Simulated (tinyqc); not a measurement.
Chemical vapour deposition: Grove model, boundary layer, depletion and step coverage: one step, computed by the program tinyqc.

A precursor diffuses to the surface and reacts there at first order; each molecule that reacts adds one formula unit of film.

Question. Step coverage in a trench. In a long trench of width w and depth l = aspect ratio x w: Knudsen diffusivity D_K = (2w) c/3 (hydraulic diameter 2w), combined as 1/D_e = 1/D_K + 1/D; D_e d2C/dz2 = 2 k_s C/w with D_e dC/dz = -k_s C at the floor. With m = sqrt(2 k_s/(w D_e)): C(floor)/C(top) = 1/[cosh(m l) + (k_s/(D_e m)) sinh(m l)].

Inputs (values chosen for the exercise, close to those used for epitaxial silicon from a chlorosilane): temperature T = 1040 C; trench width w = 0.041 um; aspect ratio of the trench = 39.

Reactor: horizontal, reduced pressure.

mean speed c = 45297.55 cm/s

gas diffusivity D = 83.90266 cm^2/s

surface rate constant k_s = 0.4324634 cm/s

Give: Knudsen diffusivity D_K; effective diffusivity D_e; modulus m l; step coverage.

Answer.

Knudsen diffusivity D_K = 0.12381 cm^2/s

effective diffusivity D_e = 0.12363 cm^2/s

modulus m l = 0.20887

step coverage = 0.97804

Caution: the hydraulic-diameter form of D_K is rough for a slit.
